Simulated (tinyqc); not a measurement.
Magnetoresistance against angle.

Conductance G = G0 (1 + P1 P2 cos(phi)) at low bias, phi the angle between the magnetisations, normalised to Rp = RA/area at phi = 0.

Values chosen for this exercise: diameter Dm = 55 nm; spin polarisation of the reference layer P1 = 0.57; spin polarisation of the free layer P2 = 0.68; resistance-area product, parallel state RA = 4 ohm um^2.

Magnetoresistance against angle:
```
phi (degree)	R (kohm)	R/Rp - 1 (%)	share of the full TMR (%)
0	1.684	0	0
20	1.712	1.713	1.354
45	1.834	8.910	7.039
70	2.063	22.52	17.79
90	2.336	38.76	30.62
110	2.693	59.97	47.37
135	3.218	91.15	72.01
160	3.675	118.3	93.42
180	3.815	126.6	100.0
```

Read the table: what changes, and by how much?

R rises from 1.68 to 3.81 kohm, TMR0 = 127 %. It is the conductance that follows cos(phi), so at 90 degrees R has covered only (1 - P1 P2)/2 = 30.6 % of its range.

Computed by the program tinyqc: `OMP_NUM_THREADS=1 python tinyqc.py 2450107 2450108 out.jsonl`, one thread of a shared Intel Xeon 2.30GHz, about 0.01 s for the whole run.
